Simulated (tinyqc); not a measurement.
Decay of LO phonons and the hot-phonon bottleneck in the cooling of electrons: one step, computed by the program tinyqc.

n(E, T) = 1/(exp(E/(k_B T)) - 1) is the Bose occupation. Electrons have a temperature T_e; the LO modes within their reach share one occupation N; the decay products stay at the lattice temperature.

Question. Lifetime and Raman width. Decay rate 1/tau = (1/tau_0) [1 + n(f hbar omega) + n((1 - f) hbar omega)]. Full width Gamma = 1/(2 pi c tau) in 1/cm, c in cm/s.

Inputs (values chosen for the exercise, modelled on gallium nitride):

| quantity | value | unit |
|---|---|---|
| LO energy hbar omega | 91.9 | meV |
| lifetime at T = 0, tau_0 | 3 | ps |
| share f of the energy in the softer product | 0.24 | - |
| lattice temperature T | 400 | K |

Decay channel: two unequal phonons (Ridley).

Constants: k_B = 8.617333262e-05 eV/K; c = 299792458 m/s.

Give: thermal factor tau_0/tau; phonon lifetime tau; Raman width Gamma; equilibrium LO occupation N_0.

Answer.

thermal factor tau_0/tau = 2.2676

phonon lifetime tau = 1.3230 ps

Raman width Gamma = 4.0128 1/cm

equilibrium LO occupation N_0 = 0.074714

Stimulated decay shortens the lifetime by 56 %.
